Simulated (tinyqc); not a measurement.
From results back to parameters: plasmons of a degenerate electron gas in the random-phase approximation. Four cases, with inputs chosen for the exercise.

Problem. At small q the plasmon follows E = Ep + B q^2 with B = (3/10)(hbar vF)^2/Ep, hbar vF = 2 c kF/m; n and m are hidden.

Zero temperature, parabolic band: kF = (3 pi^2 n)^(1/3), EF = c kF^2/m, Ep^2 = 8 pi c e2 n/(m eb), qTF^2 = 6 pi e2 n/(eb EF), c = hbar^2/2m0, e2 = e^2/(4 pi eps0), n in 1/angstrom^3 (1e-24 per 1/cm^3).

Constants: hbar^2/2m0 = 3.80998211 eV angstrom^2; e^2/(4 pi eps0) = 14.39964547 eV angstrom.

Find: hbar vF; kF; n; m.

Method. hbar vF = sqrt(B Ep/0.3); Ep^2 = (4 e2/(3 pi eb)) kF^2 hbar vF gives kF, then n and m.

Case 1.

Values chosen (out of a larger set: a free-electron density near that of Na; not measured data): eb = 1 (background dielectric constant).

Ep = 6.04478 eV
B = 2.45146 eV angstrom^2

Solution.

hbar vF = 7.028 eV angstrom
kF = 0.9223 1/angstrom
n = 2.65e+22 1/cm^3
m = 1.000 m0

Case 2.

Values chosen (out of a larger set: mass and background constant near those of GaN; polar phonons, which mix with the plasmon in the real crystal, and the rise of the mass with filling are left out; not measured data): eb = 5.4 (background dielectric constant).

Ep = 165.826 meV
B = 20.1248 eV angstrom^2

Solution.

hbar vF = 3.335 eV angstrom
kF = 0.08535 1/angstrom
n = 2.10e+19 1/cm^3
m = 0.195 m0

Case 3.

Values chosen (out of a larger set: a free-electron density near that of Al; not measured data): eb = 1 (background dielectric constant).

Ep = 15.9282 eV
B = 3.38600 eV angstrom^2

Solution.

hbar vF = 13.41 eV angstrom
kF = 1.760 1/angstrom
n = 1.84e+23 1/cm^3
m = 1.000 m0

Case 4.

Values chosen (out of a larger set: a free-electron density near that of Li; not measured data): eb = 1 (background dielectric constant).

Ep = 8.13538 eV
B = 2.70660 eV angstrom^2

Solution.

hbar vF = 8.567 eV angstrom
kF = 1.124 1/angstrom
n = 4.80e+22 1/cm^3
m = 1.000 m0

Computed by tinyqc, one run a case: `OMP_NUM_THREADS=1 python tinyqc.py N N+1 out.jsonl` with N = 1651696, 1651787, 1651805, 1651821; one thread of a shared Intel(R) Xeon(R) Processor @ 2.30GHz, about 0.01 s a run at most.
